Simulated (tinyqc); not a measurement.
Worked calculation (part 2 of 2): RKS/PBE in the sto-6g basis, for BeH2, spin multiplicity 1. Computed by tinyqc, a small Python program that keeps every step (integrals from PySCF). Command: `OMP_NUM_THREADS=1 python tinyqc.py 23948 23949 out.jsonl` (the two numbers bound the seeds that draw the settings). One thread of a shared host (Intel(R) Xeon(R) Processor @ 2.60GHz), about 0.8 s of CPU time with the checks.

Geometry (angstrom):
```
atom,x,y,z
Be,0.000000,0.000000,0.000000
H,0.000000,1.725000,0.000000
H,0.000000,-1.676000,0.000000
```

## Convergence

Stop when the energy changes by less than 1e-10 hartree and every element of the error matrix X^T (F D S - S D F) X is below 3e-06.

Course of the cycle:
```
iteration,E (hartree),change,largest element of the error matrix
1,-3.79827662,-,8.05e-02
2,-14.62263928,-1.08e+01,3.12e-01
3,-15.39702466,-7.74e-01,4.32e-01
4,-15.45830835,-6.13e-02,4.76e-01
5,-15.50168496,-4.34e-02,3.75e-01
6,-15.52043145,-1.87e-02,4.21e-01
7,-15.53706007,-1.66e-02,3.48e-01
8,-15.54502394,-7.96e-03,3.95e-01
9,-15.55330023,-8.28e-03,3.34e-01
10,-15.55701306,-3.71e-03,3.81e-01
11,-15.56178592,-4.77e-03,3.26e-01
12,-15.56346858,-1.68e-03,3.73e-01
13,-15.56654524,-3.08e-03,3.21e-01
14,-15.56715119,-6.06e-04,3.68e-01
...,...,...,...
46,-15.57290465,9.47e-04,3.60e-01
47,-15.57385400,-9.49e-04,3.13e-01
48,-15.57290642,9.48e-04,3.60e-01
49,-15.57385545,-9.49e-04,3.13e-01
50,-15.57290757,9.48e-04,3.60e-01
51,-15.57385639,-9.49e-04,3.13e-01
52,-15.57290832,9.48e-04,3.60e-01
53,-15.57385700,-9.49e-04,3.13e-01
54,-15.57290881,9.48e-04,3.60e-01
55,-15.57385740,-9.49e-04,3.13e-01
56,-15.57290913,9.48e-04,3.60e-01
57,-15.57385765,-9.49e-04,3.13e-01
58,-15.57290934,9.48e-04,3.60e-01
59,-15.57385782,-9.48e-04,3.13e-01
```

PySCF RKS in the same basis, fine grid = -15.74945469 hartree

Not converged within the cap of 59 iterations: the residual has stopped falling: the iteration swings between two states. Reruns (cap 100 unless said): DIIS 8: converged in 28; damping 0.5: converged in 38; level shift 0.5: converged in 21; atomic densities as start, DIIS 8: converged in 7; the original settings with a cap of 400: not converged.
